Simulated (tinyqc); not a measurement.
Interface traps by the conductance method, a continuum of levels: two steps of the calculation.

MOS capacitor on an n-type substrate; psi is the band bending, negative in depletion; only majority carriers are counted. The traps exchange electrons with the conduction band; their admittance lies in parallel with Cd, and that pair in series with Cox and Rs. w = 2 pi f.

Parameters, values chosen for the exercise; band and dielectric values close to those of gallium nitride: temperature T = 300 K; relative permittivity eps_r = 9.38; donor density Nd = 2.3e17 cm^-3; equivalent oxide thickness EOT = 18 nm; band bending psi ps = -0.237 V; capture cross-section for electrons sn = 1.1e-16 cm^2; thermal velocity vth = 2.7e7 cm/s; interface trap density Dit = 7.1e10 cm^-2 eV^-1.

Constants: q = 1.602176634e-19 C, kB = 1.380649e-23 J/K, Vt = kB T/q, eps0 = 8.8541878128e-14 F/cm where lengths are in cm. Results are converted to the units shown.

Task 1. Capacitances and time constant. Cox = 3.9 eps0/EOT, LD = sqrt(eps0 eps_r Vt/(q Nd)), u = psi/Vt, Cd = (eps0 eps_r/(sqrt(2) LD)) |exp(u) - 1|/sqrt(exp(u) - u - 1); ns = Nd exp(u); tau = 1/(sn vth ns), Cit = q Dit (Dit per eV).

Wanted: Cox; Cd; ns; tau; Cit.

Result 1.

Cox = 191.84 nF/cm^2
Cd = 269.18 nF/cm^2
ns = 2.4005e13 cm^-3
tau = 1.4026e-5 s
Cit = 11.375 nF/cm^2

Task 2. Extraction from the readings. Ignoring Rs: Gp/w = w Cox^2 Gm/[Gm^2 + w^2 (Cox - Cm)^2].

Cox = 191.84074 nF/cm^2
Cm = 112.39511 nF/cm^2
Gm/w = 0.52995500 nF/cm^2

Wanted: extracted Gp/w.

Result 2.

extracted Gp/w = 3.0900 nF/cm^2

Computed by the program tinyqc: `OMP_NUM_THREADS=1 python tinyqc.py 2030021 2030022 out.jsonl`, one thread of a shared Intel Xeon 2.30GHz, about 0.01 s for the whole run.
